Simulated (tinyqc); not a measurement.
From one set of inputs to another, one input at a time: equilibrium crystal shape, supported particles, Gibbs-Thomson effect and coarsening. Computed by tinyqc, a small Python program. Command: `OMP_NUM_THREADS=1 python tinyqc.py 3026732 3026733 out.jsonl wulff ladder`. One thread of a shared host (Intel(R) Xeon(R) Processor @ 2.30GHz), about 0.1 s of CPU time with the checks.

A cubic crystal bounded by {100}, {110} and {111} facets only.

The inputs printed are set A. Inputs not listed in the table keep their values of set A, so the rows need not describe a real material.

Inputs (values chosen for the exercise, for a model metal): lattice constant a = 3.12 angstrom; first-neighbour bond energy e1 = 0.396 eV; second-neighbour bond energy e2 = 0.098 eV; atoms in the particle N = 750000; work of adhesion W_a = 1.4 J/m^2; temperature T = 1075 K; precipitate interface energy gamma_i = 0.55 J/m^2; solubility x_inf at a flat interface = 9.5e-05; diffusivity D = 1.7e-16 m^2/s; mean radius at the start r0 = 2.7 nm; time t = 1200 s.

Surface energies: broken bonds, bcc.

Constants: 1 eV/angstrom^2 = 16.02176634 J/m^2; e = 1.602176634e-19 C; k_B = 1.380649e-23 J/K.

Method:
- A cut with normal n breaks sum_R |R.n|/(2 Omega) bonds per area (R over all neighbours of a shell) and makes two surfaces: gamma = sum over shells e_s sum_R |R.n|/(4 Omega). bcc: 8 neighbours a/2 (1,1,1), 6 at a (1,0,0), Omega = a^3/2.
- Wulff construction: the facet planes lie at distances lambda gamma from the centre, and the shape is the region inside all of them; V = (1/3) sum of area x distance. gamma_mean = sum A gamma / sum A; shape factor eta = A/V^(2/3) (4.836 for a sphere). lambda follows from V = N Omega.
- Winterbottom: the particle sits on its largest facet family, {110}, with energy gamma_f; the substrate plane cuts the shape at the distance lambda (gamma_f - W_a) below the centre. Height over that of the free particle at the same lambda = (2 gamma_f - W_a)/(2 gamma_f). An isotropic particle with gamma_mean has cos(theta) = W_a/gamma_mean - 1 (Young-Dupre); a film dewets into particles whenever W_a < 2 gamma.
- Spherical precipitates of nearly pure solute with atomic volume Omega: x(r) = x_inf exp(l/r), l = 2 gamma_i Omega/(k_B T). Diffusion-limited coarsening at small volume fraction (Lifshitz-Slyozov-Wagner): r^3 = r0^3 + K t, K = (4/9) D x_inf l; the number density falls as (r0/r)^3. The steady size distribution is assumed from the start, and D and x_inf are inputs that do not follow T.

Each row keeps all changes above it:
```
input moved                              from       to  gamma_mean (J/m^2)  mean radius at t (nm)  relative height
set A                                       -        -               1.159                  3.086           0.3912
work of adhesion W_a (J/m^2)              1.4     0.27               1.159                  3.086           0.8826
lattice constant a (angstrom)            3.12     3.44               0.953                  3.197           0.8573
solubility x_inf at a flat interface  9.5e-05  4.8e-05               0.953                  2.972           0.8573
atoms in the particle N                750000   890000               0.953                  2.972           0.8573
mean radius at the start r0 (nm)          2.7      3.2               0.953                  3.401           0.8573
diffusivity D (m^2/s)                 1.7e-16  3.3e-17               0.953                  3.241           0.8573
time t (s)                               1200    75000               0.953                  4.826           0.8573
```

gamma_mean goes from 1.16 to 0.953, a factor 0.823 in all. The largest single move comes from lattice constant a (a factor 0.823). Mean radius at t goes from 3.09 to 4.83, a factor 1.56 in all. The largest single move comes from time t (a factor 1.49), and solubility x_inf at a flat interface works against it (a factor 0.930). Relative height goes from 0.391 to 0.857, a factor 2.19 in all. The largest single move comes from work of adhesion W_a (a factor 2.26). The single moves hold for this order of the switches; the total does not depend on the order.

Caution (all rows): l is not small against r0, so the linearised Gibbs-Thomson law behind the coarsening rate is rough.

Extremes, crossings and ranges named in words are read from the listed rows.
